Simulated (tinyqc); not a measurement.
Changing the wafer diameter over spacing D/s: four-point probe, van der Pauw, Hall and spreading-resistance readings of a semiconductor layer. Computed by tinyqc, a small Python program. Command: `OMP_NUM_THREADS=1 python tinyqc.py 3112233 3112234 out.jsonl probe sweep`. One thread of a shared host (Intel(R) Xeon(R) Processor @ 2.30GHz), about 0.01 s of CPU time with the checks.

The layer is uniform and ohmic; contacts are points unless a radius is given.

Backing of the layer: insulating.

Method. For a thin circular wafer probed at its centre, R_s = C V/I with C = pi/(ln 2 + ln[((D/s)^2 + 3)/((D/s)^2 - 3)]).

One run for each value:

| wafer diameter over spacing D/s | factor C | error if pi/ln 2 is used (%) |
|---|---|---|
| 3.0 | 2.2662 | 1.0000e+02 |
| 5.1 | 3.3968 | 3.3429e+01 |
| 8.6 | 4.0572 | 1.1710e+01 |
| 14.0 | 4.3406 | 4.4168e+00 |
| 24.0 | 4.4653 | 1.5028e+00 |
| 41.0 | 4.5091 | 5.1494e-01 |
| 70.0 | 4.5244 | 1.7666e-01 |
| 120.0 | 4.5296 | 6.0112e-02 |
| 200.0 | 4.5314 | 2.1640e-02 |

Over the rows, factor C rises from 2.27 to 4.53 (exponent d ln y / d ln x 0.76 between the first rows and 7.5e-4 between the last); error if pi/ln 2 is used (%) falls from 100 to 0.0216 (exponent d ln y / d ln x about -2.0 throughout).
